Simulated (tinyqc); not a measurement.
Closable height against the size of the gap: wafer bonding and layer transfer: bond energy, gap closing, particles, bonding of dissimilar wafers and hydrogen blisters. Computed by tinyqc, a small Python program. Command: `OMP_NUM_THREADS=1 python tinyqc.py 3026888 3026889 out.jsonl bond walk`. One thread of a shared host (Intel(R) Xeon(R) Processor @ 2.30GHz), about 0.01 s of CPU time with the checks.

gamma is the energy per area of each of the two surfaces; plates are isotropic.

Inputs (values chosen for the exercise, for model wafers):
```
quantity             value        unit
Young's modulus E1     138         GPa
Young's modulus E2     379         GPa
Poisson ratio nu      0.28           -
thickness t1           625  micrometre
thickness t2           200  micrometre
blade thickness t_b     80  micrometre
crack length L        12.9          mm
```

Pair: two different wafers.

Method. Two cantilevers opened by t_b: gamma = 3 t_b^2 E1 t1^3 E2 t2^3/(16 L^4 (E1 t1^3 + E2 t2^3)). E' = E1/(1 - nu^2), equal wafers of thickness t1 assumed. A gap of radius R closes if h_g < h_c: h_c = R^2/sqrt((2/3) E' t1^3/gamma) for R > 2 t1 (plate bending), h_c = 3.6 sqrt(R gamma/E') for R < 2 t1 (local deformation).

bond energy gamma = 0.120539 J/m^2

Gap closing:
```
R (mm)    regime    h_c (nm)  slope h_c/R
1.00e-04   local  1.0214e+00     0.010214
1.00e-03   local  3.2300e+00     0.003230
1.00e-02   local  1.0214e+01     0.001021
1.00e-01   local  3.2300e+01     0.000323
5.00e-01   local  7.2224e+01     0.000144
2.00e+00   plate  2.8131e+02     0.000141
5.00e+00   plate  1.7582e+03     0.000352
2.00e+01   plate  2.8131e+04     0.001407
5.00e+01   plate  1.7582e+05     0.003516
```

What does the comparison show, and why?

Roughness of 100 nm scale may be 1.0 nm in half height, waviness of radius 5 cm as much as 180 micrometre: h_c goes as R^(1/2) when the wafer deforms locally and as R^2 when it bends. The allowed slope is least near R = 2 t1, so defects about 4 t1 wide are the hardest to close; bow matters little.

Extremes, crossings and ranges named in words are read from the listed rows.
